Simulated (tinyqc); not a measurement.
Arrhenius plot: admittance spectroscopy and thermally stimulated current of one trap level in a depletion layer. Computed by tinyqc, a small Python program. Command: `OMP_NUM_THREADS=1 python tinyqc.py 3113432 3113433 out.jsonl admit walk`. One thread of a shared host (Intel(R) Xeon(R) Processor @ 2.30GHz), about 0.01 s of CPU time with the checks.

A Schottky junction on n-type material holds one donor-like electron trap; shallow donors are fully ionised and abrupt depletion edges are assumed.

Inputs (values chosen for the exercise, modelled on n-type silicon):
```
quantity                         value    unit
density-of-states mass m          1.05     m_0
shallow doping N               4.3e+16  1/cm^3
trap depth E_t below the band    0.348      eV
capture cross section sigma    1.3e-14    cm^2
test frequency f                600000      Hz
```

Constants: k_B = 1.380649e-23 J/K; m_0 = 9.1093837015e-31 kg; h = 6.62607015e-34 J s; k_B = 8.617333262e-05 eV/K.

Method:
- N_c = 2 (2 pi m k_B T/h^2)^(3/2), v_th = sqrt(3 k_B T/m), emission rate e_n = sigma v_th N_c exp(-E_t/(k_B T)).
- Where the level crosses the Fermi level capture equals emission, so the trap follows the signal with the rate 2 e_n; G/omega peaks at omega = 2 e_n (the correction for large N_t/N is left out).
- Solve 2 e_n(T_p) = 2 pi f.
- T_p for 0.1, 0.3, 1, 3 and 10 f; least-squares lines of ln(e_n/T^2) and of ln(e_n) against 1/(k_B T), e_n = pi f; sigma = exp(intercept)/(v_th N_c/T^2).

peak temperature T_p = 279.876 K

Peaks:
```
f (Hz)    T_p (K)  1/(k_B T) (1/eV)  ln(e_n/T^2)  ln(e_n)
6.00e+04   245.23            47.320       1.1424   12.147
1.80e+05   260.69            44.515       2.1188   13.245
6.00e+05   279.88            41.463       3.1807   14.449
1.80e+06   299.84            38.702       4.1415   15.548
6.00e+06   325.00            35.706       5.1843   16.752
```

depth from e_n/T^2 = 0.348 eV

cross section from the intercept = 1.30e-14 cm^2

depth without the T^2 = 0.39643 eV

What does the comparison show, and why?

Leaving out T^2 adds 48 meV, near 2 k_B T_p = 48 meV.

Extremes, crossings and ranges named in words are read from the listed rows.
